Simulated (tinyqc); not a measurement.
Formation energy of a charged point defect from supercell energies: one step, computed by the program tinyqc.

The host is a compound AB. Making the defect adds n_A = -1, n_B = 0 atoms to the cell. All total energies are inputs. E_F is counted from the valence-band maximum (VBM); x = 0 is A-rich and x = 1 B-rich growth.

Task: Concentrations at the given E_F and T. E_f(q, E_F) = E_f(q, 0) + q E_F. c_q = N_s exp(-E_f(q, E_F)/k_B T), with all degeneracy factors one and no vibrational entropy.

Inputs (values chosen for the exercise, with gap and screening modelled on InP):

| quantity | value | unit |
|---|---|---|
| gap E_g | 1.38 | eV |
| dielectric constant eps | 12.9 | - |
| cell length L | 14.4 | angstrom |
| Fermi level E_F | 0.698 | eV |
| temperature T | 1400 | K |
| site density N_s | 2.5e+22 | cm^-3 |

Defect: vacancy of A. Supercell lattice: fcc.

charge states q: 2  1  0  -1  -2

E_f(q, 0) (eV): (q=+2) 0.282095, (q=+1) 0.886256, (q=0) 1.281310, (q=-1) 2.484256, (q=-2) 3.693095

Constants: k_B = 8.617333262e-05 eV/K.

Give: Charge states; lowest formation energy; total concentration; mean charge.

Result:

Charge states:

| q | E_f (eV) | c_q (cm^-3) | share |
|---|---|---|---|
| +2 | 1.678 | 2.275e+16 | 3.289e-02 |
| +1 | 1.584 | 4.953e+16 | 7.159e-02 |
| 0 | 1.281 | 6.101e+17 | 8.819e-01 |
| -1 | 1.786 | 9.283e+15 | 1.342e-02 |
| -2 | 2.297 | 1.345e+14 | 1.944e-04 |

lowest formation energy = 1.28131 eV

total concentration = 6.918e+17 cm^-3

mean charge = 0.1236 e

State 0 holds 88.2 % of the defects. Caution: the largest image-charge correction in these energies, q^2 alpha e^2/(8 pi eps_0 eps L) with alpha = 2.888282, exceeds a quarter of the gap; the point-charge term alone is then a rough estimate, usually too large for a charge that is spread out.
